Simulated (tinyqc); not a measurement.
Inside a calculation. Method: plane-wave Kohn-Sham cycle with exchange-only LDA in a layered model solid. Computed by tinyqc, a small Python program that keeps every step. Settings: points = 16, plane-wave index or count = 2, electrons = 2, k points = 2, area = 36.0, mixing = 1.0, iteration cap = 59. Command: `OMP_NUM_THREADS=1 python tinyqc.py 23877 23878 out.jsonl` (the two numbers bound the seeds that draw the settings). One thread of a shared host (Intel(R) Xeon(R) Processor @ 2.60GHz), about 0.01 s of CPU time with the checks. Later iterations appear only in the table of the cycle.

## Iteration 1: potential

A solid whose potential varies along x alone (atomic units):
```
parameter,value
period a,13.800000
cross-section of the cell,36.000000
electrons per cell,2
grid points,16
"plane waves -n..n, n",2
k points,2
V1 in V1 cos(2 pi x/a),-0.340000
V2 in V2 cos(4 pi x/a),-0.270000
```

density at the start, on the grid x_j = j a/N (e/bohr^3): 0.0040258  0.0040258  0.0040258  0.0040258  0.0040258  0.0040258  0.0040258  0.0040258  0.0040258  0.0040258  0.0040258  0.0040258  0.0040258  0.0040258  0.0040258  0.0040258

V_H(G) = 4 pi rho(G)/G^2 for G != 0 (uniform background); v_x = -(3 rho/pi)^(1/3); V = V_ext + V_H + v_x; Fourier components f(G_m) = (1/N) sum_j f(x_j) exp(-i G_m x_j).

Potentials on the grid (hartree):
```
x,V_ext,V_H,v_x,V
0.00000,-0.61000,0.00000,-0.15665,-0.76665
0.86250,-0.50504,0.00000,-0.15665,-0.66169
1.72500,-0.24042,0.00000,-0.15665,-0.39707
2.58750,0.06081,0.00000,-0.15665,-0.09585
3.45000,0.27000,0.00000,-0.15665,0.11335
4.31250,0.32103,0.00000,-0.15665,0.16438
5.17500,0.24042,0.00000,-0.15665,0.08376
6.03750,0.12320,0.00000,-0.15665,-0.03345
6.90000,0.07000,0.00000,-0.15665,-0.08665
7.76250,0.12320,0.00000,-0.15665,-0.03345
8.62500,0.24042,0.00000,-0.15665,0.08376
9.48750,0.32103,0.00000,-0.15665,0.16438
10.35000,0.27000,0.00000,-0.15665,0.11335
11.21250,0.06081,0.00000,-0.15665,-0.09585
12.07500,-0.24042,0.00000,-0.15665,-0.39707
12.93750,-0.50504,0.00000,-0.15665,-0.66169
```

V(G_m), m = 0, 1, 2, ... (hartree): -0.15665  -0.17000  -0.13500  0.00000  0.00000

## Iteration 1: Hamiltonian at one k

k = 0.25000 2 pi / a

H(m,m') = (k + G_m)^2/2 delta + V(G_m - G_m'), with V(-G) = V(G).

H (hartree):
```
,-2,-1,+0,+1,+2
-2,0.16078,-0.17000,-0.13500,0.00000,0.00000
-1,-0.17000,-0.09835,-0.17000,-0.13500,0.00000
+0,-0.13500,-0.17000,-0.15018,-0.17000,-0.13500
+1,0.00000,-0.13500,-0.17000,0.00530,-0.17000
+2,0.00000,0.00000,-0.13500,-0.17000,0.36808
```

## Iteration 1: levels at that k

Diagonalise the Hermitian matrix.

eigenvalues (hartree): -0.49733  -0.02302  0.07815  0.27647  0.45136

## Iteration 1: new density

Motion across x is left out: the lowest 1 band(s) hold two electrons at each of the k points (j + 1/2)/nk - 1/2. Residual R = rho(out) - rho(in); rho(new) = rho(in) + 1 R. rho(out) = 2/(a A nk) sum |psi|^2 with psi = sum c exp(i G x). Harris energy E = band energy - dV sum rho (V_H/2 + v_x) + (3/4) dV sum rho v_x with rho(in), dV = a A/N, band energy = (2/nk) sum of the filled levels.

rho(out) (e/bohr^3): 0.0172449  0.0140086  0.0072368  0.0020517  0.0001982  0.0000139  0.0000044  0.0000289  0.0000824  0.0000289  0.0000044  0.0000139  0.0001982  0.0020517  0.0072368  0.0140086

density after iteration 1 (e/bohr^3): 0.0172449  0.0140086  0.0072368  0.0020517  0.0001982  0.0000139  0.0000044  0.0000289  0.0000824  0.0000289  0.0000044  0.0000139  0.0001982  0.0020517  0.0072368  0.0140086

energy per cell = -0.9163334 hartree

## Iteration 2: potential

As before.

Potentials on the grid (hartree):
```
x,V_ext,V_H,v_x,V
0.00000,-0.61000,0.49246,-0.25442,-0.37196
0.86250,-0.50504,0.43333,-0.23739,-0.30910
1.72500,-0.24042,0.28373,-0.19048,-0.14716
2.58750,0.06081,0.10271,-0.12513,0.03838
3.45000,0.27000,-0.06261,-0.05741,0.14998
4.31250,0.32103,-0.19342,-0.02365,0.10395
5.17500,0.24042,-0.28680,-0.01609,-0.06247
6.03750,0.12320,-0.34261,-0.03023,-0.24964
6.90000,0.07000,-0.36109,-0.04286,-0.33395
7.76250,0.12320,-0.34261,-0.03023,-0.24964
8.62500,0.24042,-0.28680,-0.01609,-0.06247
9.48750,0.32103,-0.19342,-0.02365,0.10395
10.35000,0.27000,-0.06261,-0.05741,0.14998
11.21250,0.06081,0.10271,-0.12513,0.03838
12.07500,-0.24042,0.28373,-0.19048,-0.14716
12.93750,-0.50504,0.43333,-0.23739,-0.30910
```

V(G_m), m = 0, 1, 2, ... (hartree): -0.10363  -0.01986  -0.12483  0.00984  0.00083

## Iteration 2: Hamiltonian at one k

k = 0.25000 2 pi / a

As before.

H (hartree):
```
,-2,-1,+0,+1,+2
-2,0.21380,-0.01986,-0.12483,0.00984,0.00083
-1,-0.01986,-0.04532,-0.01986,-0.12483,0.00984
+0,-0.12483,-0.01986,-0.09715,-0.01986,-0.12483
+1,0.00984,-0.12483,-0.01986,0.05833,-0.01986
+2,0.00083,0.00984,-0.12483,-0.01986,0.42110
```

## Iteration 2: levels at that k

As before.

eigenvalues (hartree): -0.18144  -0.11208  0.13572  0.25418  0.45439

## Iteration 2: new density

As before.

rho(out) (e/bohr^3): 0.0150376  0.0124127  0.0068734  0.0024691  0.0006174  0.0002396  0.0004391  0.0009817  0.0013089  0.0009817  0.0004391  0.0002396  0.0006174  0.0024691  0.0068734  0.0124127

density after iteration 2 (e/bohr^3): 0.0150376  0.0124127  0.0068734  0.0024691  0.0006174  0.0002396  0.0004391  0.0009817  0.0013089  0.0009817  0.0004391  0.0002396  0.0006174  0.0024691  0.0068734  0.0124127

energy per cell = -0.6409344 hartree

## Convergence

Stop when sqrt(dV sum R^2) is below 1e-8, dV = a A/N.

Course of the cycle:
```
iteration,E (hartree),norm of the residual
1,-0.9163334,1.30e-01
2,-0.6409344,2.14e-02
3,-0.6406003,1.11e-02
4,-0.6395593,7.23e-03
5,-0.6394485,5.21e-03
6,-0.6392791,3.64e-03
7,-0.6392376,2.65e-03
8,-0.6392005,1.89e-03
9,-0.6391874,1.37e-03
10,-0.6391783,9.86e-04
11,-0.6391744,7.15e-04
...,...,...
36,-0.6391697,2.14e-07
37,-0.6391697,1.54e-07
38,-0.6391697,1.12e-07
39,-0.6391697,8.07e-08
40,-0.6391697,5.83e-08
41,-0.6391697,4.21e-08
42,-0.6391697,3.05e-08
43,-0.6391697,2.20e-08
44,-0.6391697,1.59e-08
45,-0.6391697,1.15e-08
46,-0.6391697,8.32e-09
```

Converged in 46 iterations. Before convergence this energy mixes input and output and is not variational, so it may rise towards its limit.
